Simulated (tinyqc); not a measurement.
Floating body of a partially depleted SOI transistor: body voltage and kink: two steps of the calculation.

Source at 0 V. Channel current Ic = 2 nf K Vt^2 [F(0) - F(Vd)](1 + la Vd), F(V) = ln^2(1 + exp((Vg - VT - nf V)/(2 nf Vt))), VT = VT0 - gb Vb. Saturation voltage Vs = 2 Vt sqrt(F(0)) + 3 Vt, excess Ve = (Vd - Vs + sqrt((Vd - Vs)^2 + 0.0004 V^2))/2, multiplication M1 = Ai Ve exp(-Bl/Ve). Each junction passes D(v) = J1 (exp(v/Vt) - 1) + J2 (exp(v/(2 Vt)) - 1). Bipolar current Ib = bb J1 (exp(Vb/Vt) - 1). The body settles where M1 (Ic + Ib) = D(Vb) + D(Vb - Vd) + Vb/Rb; drain current Id = (1 + M1)(Ic + Ib) - D(Vb - Vd).

Inputs (values chosen for the exercise); values of the order met in partially depleted silicon-on-insulator transistors:
```
symbol,value,unit,meaning
T,398,K,temperature
VT0,0.41,V,threshold at zero body voltage
gb,0.25,,fall of the threshold per volt of body voltage
nf,1.18,,slope factor
K,220,uA/(V^2 um),gain factor per width
la,0.1,1/V,channel-length modulation factor
Ai,3.28,1/V,impact-ionisation prefactor
Bl,5.7,V,impact-ionisation voltage
J1,1.5e-8,uA/um,diffusion saturation current of each junction
J2,4.3e-7,uA/um,recombination saturation current of each junction
bb,0,,gain of the lateral bipolar transistor on the diffusion current
Rb,1000,kohm um,"resistance of a weak body tie to the source (1e9 stands for no tie, and the term is then dropped)"
Vg,0.96,V,gate voltage
Vd,2.2,V,drain voltage
```

Constants: q = 1.602176634e-19 C, kB = 1.380649e-23 J/K, Vt = kB T/q. Results are converted to the units shown.

Problem 1. New Vb. Current into the body I_in = M1 (Ic + Ib) - D(Vb - Vd), current out I_out = D(Vb) + Vb/Rb; f = ln(I_in/I_out), s = df/dVb by central differences over 1e-5 V, Vb(new) = Vb - f/s.

Vb after iteration 1 = 0.67971998 V

Find: Ic; Ve; M1; I_in; I_out; f; s; Vb after iteration 2.

Solution 1.

Ic = 58.95 uA/um
Ve = 1.487 V
M1 = 0.1056
I_in = 6.223 uA/um
I_out = 6.759 uA/um
f = -0.08264
s = -26.35 1/V
Vb after iteration 2 = 0.6766 V

Problem 2. Drain current with floating and with grounded body. Id and VT at the converged Vb, Id at Vb = 0, their ratio, and the bipolar share Ib/(Ic + Ib).

converged Vb = 0.67657018 V

Find: VT; Id, floating; Id, grounded; ratio; bipolar share.

Solution 2.

VT = 0.24086 V
Id, floating = 65.041 uA/um
Id, grounded = 40.003 uA/um
ratio = 1.6259
bipolar share = 0.0000 %

The body rises to 0.677 V and lowers the threshold by 169 mV.

Range of the model: The multiplication law is an empirical form chosen for the exercise; self-heating and capacitive coupling to the body are left out, and the linear laws are rough once Vb passes about 0.7 V or M1 about 0.1.

Numbers from tinyqc (`OMP_NUM_THREADS=1 python tinyqc.py 2182066 2182067 out.jsonl`; about 0.2 s on one thread of a shared Intel Xeon 2.30GHz).
